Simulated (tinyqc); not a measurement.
## Hot electrons in a saturated n-channel MOSFET, lucky-electron model: effect of the junction depth

Beyond pinch-off the lateral field grows as Esat cosh(y/l) over the velocity-saturated region (pseudo-two-dimensional model). Impact ionisation in this region gives the substrate current, which biases the body forward through Rsub. Currents are per width. Local-field laws: they overstate ionisation when the field peak is narrower than an energy relaxation length.

Cox = 3.9 eps0/tox, l = sqrt(3 tox xj), Esat = 2 vs/mu. Overdrive g = Vg - VT + kb Vb; Vdsat = g Esat L/(g + Esat L); Id = Cox vs (g - Vdsat); dV = Vd - Id Rd - Vdsat; Em = sqrt((dV/l)^2 + Esat^2); Isub = Id (Ai/Bi) l Em exp(-Bi/Em). Vb = Rsub Isub is solved self-consistently. Lifetime tau = (Hl/Id)(Isub/Id)^(-m); 1 year = 3.15576e7 s.

Values chosen for this exercise; values close to those of silicon n-channel devices:

| symbol | value | unit | meaning |
|---|---|---|---|
| L | 1.2 | um | channel length |
| tox | 24 | nm | oxide thickness |
| VT | 0.71 | V | threshold |
| mu | 360 | cm^2/(V s) | effective mobility |
| vs | 9.6e6 | cm/s | saturation velocity |
| Ai | 2e6 | 1/cm | ionisation prefactor |
| Bi | 1.74 | MV/cm | ionisation field |
| Rd | 0 | ohm um | resistance of the lightly doped drain |
| Rsub | 16000 | ohm um | substrate resistance |
| kb | 0.45 |  | fall of VT per volt of forward body bias |
| m | 2.7 |  | lifetime exponent |
| Hl | 12000 | s uA/um | lifetime constant |
| Vd | 4.4 | V | drain voltage |
| Vg | 2.2 | V | gate voltage |

Constants: eps0 = 8.8541878128e-14 F/cm where lengths are in cm. Results are converted to the units shown.

Effect of the junction depth:
```
xj (nm)	Id (uA/um)	Em (MV/cm)	Isub (uA/um)	Isub/Id	tau (years)
190	38.96	0.2779	0.2779	0.007134	6.103
260	38.90	0.2392	0.1016	0.002611	92.21
350	38.88	0.2080	0.03432	8.828e-4	1724
470	38.87	0.1815	0.01024	2.633e-4	4.520e4
640	38.87	0.1579	0.002489	6.403e-5	2.057e6
870	38.87	0.1382	5.269e-4	1.356e-5	1.360e8
1200	38.87	0.1210	8.994e-5	2.314e-6	1.610e10
```

What does the table show?

As xj goes from 190 to 1200 nm, Em falls from 0.278 to 0.121 MV/cm, Isub falls from 0.278 to 8.99e-5 uA/um and tau rises from 6.10 to 1.61e10 years. From the first row to the last, log10(tau) changes by 9.4: 9.4 from (Isub/Id)^(-m), which holds Em and l, and under 0.005 from 1/Id. For xj = 350 to 1200 nm tau is a far extrapolation that only says that hot carriers are no limit.

Numbers from tinyqc (`OMP_NUM_THREADS=1 python tinyqc.py 2550107 2550108 out.jsonl`; about 0.01 s on one thread of a shared Intel Xeon 2.30GHz).
